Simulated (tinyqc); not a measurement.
Recursion (Haydock) method for the local density of states: impurity site of a cubic lattice: one step. Moments from the coefficients. Two cases, with inputs chosen for the exercise.

Problem. For a1 = a2 = 0: mu1 = a0, mu2 = a0^2 + b1^2, mu3 = a0^3 + 2 a0 b1^2, mu4 = a0^4 + 3 a0^2 b1^2 + b1^4 + b1^2 b2^2.

One orbital a site at energy 0, hopping -t to the 6 nearest neighbours of a cubic lattice; the start u0 is a site in the bulk, with energy V. Recursion: a_n = <u_n|H|u_n>, b_(n+1) u_(n+1) = (H - a_n) u_n - b_n u_(n-1), b > 0. G(z) = 1/(z - a0 - b1^2/(z - a1 - b2^2/(...))), z = E + i eta. After n levels the tail is b_n^2 T with the square-root terminator T = (z - sqrt(z - 2b) sqrt(z + 2b))/(2 b^2), b = 3t so that the band edges lie at -/+ 6t.

Case 1.

Coefficients:
```
n  a_n (eV)  b_(n+1) (eV)  b_(n+1)^2/t^2
0  1.900000     3.5272652       6.000000
1  0.000000     4.3200000       9.000000
2  0.000000     4.4253813       9.444444
3  0.000000     4.2119829       8.555556
```

Case 2.

Coefficients:
```
n   a_n (eV)  b_(n+1) (eV)  b_(n+1)^2/t^2
0  -0.500000     1.5186836       6.000000
1   0.000000     1.8600000       9.000000
2   0.000000     1.9053725       9.444444
3   0.000000     1.8134926       8.555556
```

Give: mu1 to mu4 (eV^n).

Solution.

Case 1.

mu1 to mu4 (eV^n): [1.900, 16.052, 54.137, 534.758]

Case 2.

mu1 to mu4 (eV^n): [-0.500, 2.556, -2.431, 15.091]

Computed by tinyqc, one run a case: `OMP_NUM_THREADS=1 python tinyqc.py N N+1 out.jsonl` with N = 1451342, 1452748; one thread of a shared Intel(R) Xeon(R) Processor @ 2.30GHz, about 0.2 s a run at most.
